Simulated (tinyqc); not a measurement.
What moves the results: two-band massive Dirac model of the K valleys. A value that a table varies takes the place of the one given here.

Basis (conduction, valence): H = [[D/2, a t (tau kx - i ky)], [a t (tau kx + i ky), -D/2 + lam tau sz]], valley tau = +/-1, spin sz = +/-1. The gap of a spin and valley is G = D - lam tau sz. Berry curvature Omega = curl of i<u|grad u>; for the conduction band Omega_c = -tau 2 a^2 t^2 G/(G^2 + 4 a^2 t^2 k^2)^(3/2), and Omega_v = -Omega_c.

Constants: hbar^2/2m0 = 3.80998211 eV angstrom^2.

Inputs chosen for the exercise (near those used for monolayer WSe2; not measured data):
- a = 3.318 angstrom (lattice constant)
- D = 1.58 eV (gap parameter)
- t = 1.15 eV (effective hopping)
- lam = 0.197 eV (half the valence spin splitting)

## Away from the valley

Flavour tau = +1, sz = +1. Parabolic transition energy G + 2 a^2 t^2 k^2/G; degree of circular polarisation eta = 2 cos(theta)/(1 + cos^2(theta)). The last column is the Berry flux of the conduction band inside |k|, over 2 pi: -(1 - cos(theta))/2, cos(theta) = G/(transition energy).

Along |k|:
```
|k| (1/angstrom)  transition (eV)  parabolic (eV)  Omega_c (angstrom^2)     eta  flux/2 pi
0.000                      1.3830          1.3830               -15.224  1.0000     0.0000
0.025                      1.3961          1.3962               -14.800  1.0000    -0.0047
0.050                      1.4347          1.4356               -13.638  0.9993    -0.0180
0.075                      1.4968          1.5014               -12.010  0.9969    -0.0380
0.100                      1.5796          1.5936               -10.218  0.9912    -0.0622
0.150                      1.7953          1.8567                -6.960  0.9669    -0.1148
0.200                      2.0597          2.2252                -4.609  0.9256    -0.1643
0.300                      2.6747          3.2780                -2.105  0.8160    -0.2415
```

The curvature halves at |k| = 0.139 1/angstrom, where 2 a t k = 0.766 G. At 0.3 the parabola is 603 meV too high, eta has fallen only to 0.816, and the flux has reached -0.241 of the -1/2 that a whole cone holds. The real bands leave this model beyond about 0.1 to 0.2 1/angstrom, where trigonal warping and other bands enter.

## Hole doping of the spin-split valence bands

The Fermi level lies E below the top of the valence band. kF for the upper and lower band of valley +1 from the two-band energy; each flavour holds kF^2/(4 pi) holes per area and both valleys count. Spin polarisation within one valley; Berry flux removed from valley +1, the sum of (1 - cos(theta_F))/2 with cos(theta_F) = G/sqrt(G^2 + 4 a^2 t^2 kF^2), in units of 2 pi.

Holes:
```
E (meV)  kF upper (1/angstrom)  kF lower  p (1e12/cm^2)  spin polarisation in a valley  flux/2 pi
49.2                    0.0696    0.0000           7.71                          1.000     0.0332
98.5                    0.1001    0.0000          15.95                          1.000     0.0623
197.0                   0.1462    0.0000          34.02                          1.000     0.1109
295.5                   0.1846    0.0000          54.22                          1.000     0.1497
374.3                   0.2125    0.0000          71.90                          1.000     0.1756
433.4                   0.2325    0.0701          93.88                          0.833     0.2139
591.0                   0.2831    0.1634         170.04                          0.500     0.3212
788.0                   0.3428    0.2424         280.51                          0.333     0.4199
```

Up to E = 2 lam = 394 meV, a density of 76.5e12/cm^2, only the upper band of this model is emptied and each valley is fully spin-polarised, oppositely in the two. Beyond it the polarisation falls, to 0.33 in the last row. The flux, times e^2/h, is in size the change of the Hall conductivity of one valley; the other valley cancels it in the charge current. Rows with kF above about 0.2 1/angstrom lie beyond the range of the model, and in real layers the valley at Gamma, close below in MoS2 and WS2, can take holes as well.

## What each parameter does

Flavour tau = sz = +1 at k = 0: gap G, mass c G/(a t)^2 with c = hbar^2/2m0, Omega_c, and the B - A splitting 2 lam. Each row changes one parameter from the base and keeps the others.

Results:
```
case                 G (eV)  mass (m0)  Omega_c (angstrom^2)  B - A (eV)
base                 1.3830     0.3619               -15.224      0.3940
a = 3.3844 angstrom  1.3830     0.3478               -15.840      0.3940
D = 1.738 eV         1.5410     0.4033               -12.262      0.3940
t = 1.265 eV         1.3830     0.2991               -18.421      0.3940
lam = 0.2955 eV      1.2845     0.3361               -17.649      0.5910
```

The largest shifts from the base row, up to three for each result and ties (the steps differ in size, so this ranks the rows, not the parameters). G (eV): D +0.1580, lam -0.0985; unchanged at the printed digits by a and t. mass (m0): t -0.0628, D +0.0413, lam -0.0258. Omega_c (angstrom^2): t -3.197, D +2.962, lam -2.424. B - A (eV): lam +0.1970; unchanged at the printed digits by a, D and t. The mass goes as G/(a t)^2 and the curvature as (a t)^2/G^2, so their product is -2c/G.

Program tinyqc; command `OMP_NUM_THREADS=1 python tinyqc.py 1481573 1481574 out.jsonl`; about 0.01 s on one thread of a shared Intel(R) Xeon(R) Processor @ 2.30GHz.
